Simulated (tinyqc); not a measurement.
Inside a calculation: density of states of one tight-binding band on the simple cubic lattice. Values are carried at full precision from step to step, so a last printed digit may differ when a step is redone from the rounded ones.

E(k) = -2 t (c1 + c2 + c3) - 4 t2 (c1 c2 + c2 c3 + c3 c1) with ci = cos(2 pi ki); k in fractions of the reciprocal vectors, mesh k_i = j/N with j = 0 .. N-1. Densities are per cell and per spin, so the band holds one state.

Inputs chosen for the exercise: t = 0.94 eV (nearest hopping); t2 = 0.13 eV (second hopping); N = 5 (mesh points along each axis); bins = 6 (bins of the histogram); E_lo = -7.213 eV (lower end of the histogram); E_hi = 4.117 eV (upper end); E = -1.79 eV (energy at which the density is wanted); sigma = 0.47 eV (Gaussian width).

## Energies on the mesh

Evaluate the band at all 125 points and collect equal values.

Distinct energies:
```
E_k (eV)  points
-7.2000        1
-5.1823        6
-3.4129       12
-1.9177        6
-1.8918        8
-0.5500       24
0.5694        24
1.6629        12
2.3806        24
3.5418         8
```

The 125 points give 10 distinct energies between -7.2000 and 3.5418 eV; a dense mesh gives a band from -7.200 to 4.080 eV.

## Histogram

Count the points in equal bins from E_lo to E_hi; g = count/(all points x bin width).

Histogram:
```
from (eV)  to (eV)  points  g (1/eV)
-7.2130    -5.3247       1    0.0042
-5.3247    -3.4363       6    0.0254
-3.4363    -1.5480      26    0.1102
-1.5480     0.3403      24    0.1017
0.3403      2.2287      36    0.1525
2.2287      4.1170      32    0.1356
```

Empty bins: 0 of 6; the fullest holds 36 points.

## Gaussian broadening at one energy

Gaussian broadening: g(E) = mean over the mesh of exp(-(E - E_k)^2/(2 sigma^2))/(sigma sqrt(2 pi)), n(E) = mean of erfc((E_k - E)/(sigma sqrt 2))/2.

Sum over the distinct energies with their counts.

n(E) = 0.2194
g(E) = 0.0976 1/eV

## One tetrahedron of the mesh

For corner energies e1 <= e2 <= e3 <= e4 and eij = ei - ej, the share of the tetrahedron below E is n = (E - e1)^3/(e21 e31 e41) for e1 < E < e2; n = [e21^2 + 3 e21 x + 3 x^2 - (e31 + e42) x^3/(e32 e42)]/(e31 e41) with x = E - e2 for e2 < E < e3; n = 1 - (e4 - E)^3/(e41 e42 e43) for e3 < E < e4; its density of states is g = dn/dE.

corner energies, sorted (eV): [-5.1823, -1.9177, -0.5500, 0.5694]

Find its share below E and its density of states at E.

n = 0.4486
g = 0.3925 1/eV

E lies between corners 2 and 3.

## Sum over all linear tetrahedra

Each cube of the mesh, corners numbered 0 to 7 as the binary number (i j l), is cut into six tetrahedra around the diagonal 0-7: 0137, 0157, 0237, 0267, 0457, 0467. For corner energies e1 <= e2 <= e3 <= e4 and eij = ei - ej, the share of the tetrahedron below E is n = (E - e1)^3/(e21 e31 e41) for e1 < E < e2; n = [e21^2 + 3 e21 x + 3 x^2 - (e31 + e42) x^3/(e32 e42)]/(e31 e41) with x = E - e2 for e2 < E < e3; n = 1 - (e4 - E)^3/(e41 e42 e43) for e3 < E < e4; its density of states is g = dn/dE.

Average n and g over all pieces of the mesh. The reference uses the same method with N = 36.

n(E) = 0.1874
g(E) = 0.0981 1/eV
reference n(E) = 0.208
reference g(E) = 0.094 1/eV

On this mesh the linear method errs by +0.004 1/eV in g and -0.021 in n; the Gaussian sum erred by +0.003 and +0.011.

## Checks

- States below the top of the band by the linear method against one: both 1.000000.

(tinyqc, `OMP_NUM_THREADS=1 python tinyqc.py 1651281 1651282 out.jsonl`, Intel(R) Xeon(R) Processor @ 2.30GHz, 1 thread, shared host, about 0.2 s.)
